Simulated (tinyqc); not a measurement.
CMOS inverter, nodal equation and switching: two steps of the calculation.

An n-channel pull-down (bn, VTn) and a p-channel pull-up (bp, VTp) share the input Vin and the output node Vout, which carries the load C. Transistor (EKV form, voltages against the body): I = 2 n b Vt^2 [F(vp - Vs) - F(vp - Vd)] from drain to source, F(v) = ln^2(1 + exp(v/(2 Vt))), vp = (Vg - VT + sg |Vd - Vs|)/n. n-channel bodies are at 0; for the p-channel device all voltages are counted down from Vdd. b in uA/V^2 gives I in uA. Static: In = Ip. Transient: C dVout/dt = Ip - In. No velocity saturation, no gate capacitance beyond C.

Values chosen for this exercise:
- T = 300 K (temperature)
- Vdd = 0.9 V (supply voltage)
- n = 1.19 (slope factor)
- sg = 0.116 (drain-induced barrier lowering)
- VTn = 0.44 V (n-channel threshold)
- VTp = 0.3 V (p-channel threshold (magnitude))
- bn = 380 uA/V^2 (gain factor of the pull-down transistor)
- bp = 300 uA/V^2 (gain factor of the pull-up transistor)
- Vin = 0.4 V (input voltage)

Constants: q = 1.602176634e-19 C, kB = 1.380649e-23 J/K, Vt = kB T/q. Results are converted to the units shown.

Question 1. Transfer curve. For each Vin solve In = Ip; gain = dVout/dVin.

Vin, point 0 to 10 (V): 0  0.09  0.18  0.27  0.36  0.45  0.54  0.63  0.72  0.81  0.9

Give: Vout; supply current; gain.

Answer 1.

```
point  Vout (V)  supply current (uA)     gain
0       0.90000            1.1011e-5   0.0000
1       0.90000            2.0242e-4   0.0000
2       0.89997            0.0035576  -0.0010
3       0.89946             0.052825  -0.0167
4       0.89295              0.49290  -0.1820
5       0.83487               2.1792  -1.7993
6       0.20008               2.7275  -8.1692
7       0.01490               1.0016  -0.3482
8       0.00149              0.15676  -0.0423
9       0.00009             0.013032  -0.0030
10      0.00000            7.9363e-4  -0.0002
```

The switching point Vin = Vout lies at 0.5045 V, with a gain of -8.62.

Question 2. Switching point and noise margins. VM solves In = Ip with Vin = Vout. VIL and VIH are the inputs at which the gain is -1; NML = VIL - Vout(VIH), NMH = Vout(VIL) - VIH.

Give: VM; gain at VM; VIL; VIH; NML; NMH.

Answer 2.

VM = 0.50451 V
gain at VM = -8.6203
VIL = 0.43176 V
VIH = 0.58774 V
NML = 0.39141 V
NMH = 0.27158 V

VM lies 55 mV above Vdd/2, and the low margin is the larger one. With both transistors saturated the size of the gain tends to 1/sg = 8.62; here it is within 0.01 % of that.

Computed by the program tinyqc: `OMP_NUM_THREADS=1 python tinyqc.py 2340032 2340033 out.jsonl`, one thread of a shared Intel Xeon 2.30GHz, about 0.03 s for the whole run.
